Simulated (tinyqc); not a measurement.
Length of a polyene: Hueckel, PPP and singles CI along the polyenes. Computed by the program tinyqc. Hueckel uses the same beta without repulsion; CIS keeps all single excitations and so misses the low, doubly excited 2Ag state. W is the valence ionisation energy of a centre, MN the Mataga-Nishimoto formula, f the oscillator strength.

All-trans chains of carbon centres 1.40 angstrom apart:
```
parameter,value
"beta (eV), times 1 +/- alternation",-2.370000
alternation,0.100000
W (eV),11.160000
gamma_rr (eV),10.300000
repulsion formula,MN
```

Gaps and excitations (eV):
```
centres,Hueckel gap,PPP orbital gap,bright singlet (CIS),f,lowest triplet (CIS)
2,5.2140,10.3604,7.7908,0.6680,2.6372
4,3.5004,8.1450,5.5971,1.0225,1.8217
6,2.7171,7.0484,4.5932,1.4143,1.4548
8,2.2751,6.4033,4.0120,1.7793,1.2581
10,1.9934,5.9849,3.6371,2.1222,1.1403
```

What does the comparison show, and why?

The Hueckel gap tends to 4 x alternation x |beta| = 0.95 eV for long chains. Exchange opens the PPP orbital gap, and the attraction of electron and hole brings the bright state 2.35 eV below it at 10 centres; the triplet lies 2.50 eV lower still.
